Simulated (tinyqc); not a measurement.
Worked calculation: thin-film optics by transfer matrices. Values are carried at full precision from step to step, so a last printed digit may differ when a step is redone from the rounded ones.

Indices N = n + i k. Snell: N0 sin(theta) = N_j sin(theta_j), with Im(N_j cos theta_j) >= 0. Admittance y_j = N_j cos theta_j for s and N_j/cos theta_j for p. Phase delta_j = 2 pi N_j cos theta_j d_j/lambda. Layer matrix [[cos delta, -i sin delta/y], [-i y sin delta, cos delta]], multiplied from the top down to M. (B, C) = M (1, y_sub); r = (y0 B - C)/(y0 B + C), R = |r|^2, T = 4 Re y0 Re y_sub/|y0 B + C|^2, absorbed in the films 1 - R - T.

Parameters, chosen for this exercise (indices near those of Si3N4, SiO2 on polySi; the results hold for these values, not for the real material): lam = 193 nm (vacuum wavelength); n0 = 1 (ambient index); n = (2.691, 1.571, 1.005) (n of Si3N4, SiO2, substrate); k = (0.271, 0, 2.14) (k in the same order); d = (106, 2.1) nm (thicknesses, top first); theta = 70 degrees (angle of incidence); pol = p (polarisation).

## Angles, admittances and phases

Form cos theta_j, y_j and delta_j.

cos theta_j: ambient 0.3420, film 1 0.9391+0.0128i, film 2 0.8014, substrate 1.0508+0.0578i

y_j: ambient 2.9238, film 1 2.8690+0.2494i, film 2 1.9604, substrate 1.0653+1.9779i

delta_j (rad): film 1 8.7086+0.9972i, film 2 0.0861

## Layer matrices and their product

Form each matrix and multiply from the top down.

matrix of film 1:
```
[[-1.1615-0.7687i, -0.3360-0.3232i],
 [-2.2818-3.1206i, -1.1615-0.7687i]]
```

matrix of film 2:
```
[[0.9963, -0.0439i],
 [-0.1685i, 0.9963]]
```

M:
```
[[-1.2117-0.7093i, -0.3684-0.2710i],
 [-2.4029-2.9133i, -1.2941-0.6658i]]
```

Each matrix has determinant 1, and so has M.

## Reflection and transmission

Close the stack on the substrate.

B, C: [-1.0681-1.7267i, -2.4646-6.1820i]

r = -0.0575-0.0872i
R = 0.0109
T into the substrate = 0.0792
absorbed in the films = 0.9099

The bare substrate would reflect 0.3716.

## Ellipsometric angles

Ellipsometry: rho = tan(Psi) exp(i Delta) = -conj(r_p/r_s) with the r of the admittance formula, Delta in 0 to 360 degrees, so that a bare dielectric at small angles gives Delta = 180.

Repeat the steps for both polarisations.

r_s = -0.7963-0.0325i
r_p = -0.0575-0.0872i
Psi = 7.47 degrees
Delta = 125.74 degrees

## Checks

- R against the recursion of Airy sums from the substrate up: both 0.010922.

tinyqc: `OMP_NUM_THREADS=1 python tinyqc.py 1680121 1680122 out.jsonl`; about 0.01 s, one thread, shared Intel(R) Xeon(R) Processor @ 2.30GHz.
